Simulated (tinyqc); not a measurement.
Energy and delay of logic against supply voltage: two steps of the calculation.

One expression serves below and above threshold: I(Vg) = Ik [ln(1 + exp((Vg - VT + dd V)/(al nf Vt)))]^al, with I_on = I(V) and I_off = I(0). Gate delay td = kd C V/I_on, clock period LD td. Per gate and cycle the switching energy is act C V^2 and the leakage energy I_off V LD td. No short-circuit current, no variation. Minima are sought above 0.09 V; below a few Vt gates no longer switch and the model has no meaning.

Inputs (values chosen for the exercise); values of the order met in logic technologies:
```
symbol  value  unit                               meaning
T         300     K                           temperature
VT       0.44     V  threshold voltage at zero drain bias
nf       1.29                                slope factor
dd       0.03         barrier lowering per volt of supply
Ik        2.3    uA            specific current of a gate
al       1.26                 exponent of the current law
C         2.9    fF            load capacitance of a gate
kd        1.1                                delay factor
LD         60                                 logic depth
act       0.3                             activity factor
V        0.34     V                        supply voltage
```

Constants: q = 1.602176634e-19 C, kB = 1.380649e-23 J/K, Vt = kB T/q. Results are converted to the units shown.

Task 1. Currents, delay and energies. I_on, I_off, td, clock frequency 1/(LD td), both energies and their sum.

Wanted: I_on; I_off; td; clock frequency; switching energy; leakage energy; energy.

Result 1.

I_on = 0.14504 uA
I_off = 0.0058153 nA
td = 7477.9 ps
clock frequency = 0.0022288 GHz
switching energy = 100.57 aJ
leakage energy = 0.88711 aJ
energy = 101.46 aJ

I_on/I_off = 24900; leakage makes up 0.874 % of the energy.

Task 2. New V. Minimum-energy supply: E(V) is the energy per gate and cycle; with h = 0.001 V, E' = (E(V + h) - E(V - h))/(2 h), E'' = (E(V - h) - 2 E(V) + E(V + h))/h^2, V(new) = V - E'/E''.

V after iteration 1 = 0.19512268 V

Give: E'; E''; V after iteration 2.

Result 2.

E' = -74.082 aJ/V
E'' = 8803.8 aJ/V^2
V after iteration 2 = 0.20354 V

tinyqc, about 0.01 s, one thread, Intel Xeon 2.30GHz (shared host): `OMP_NUM_THREADS=1 python tinyqc.py 2082194 2082195 out.jsonl`
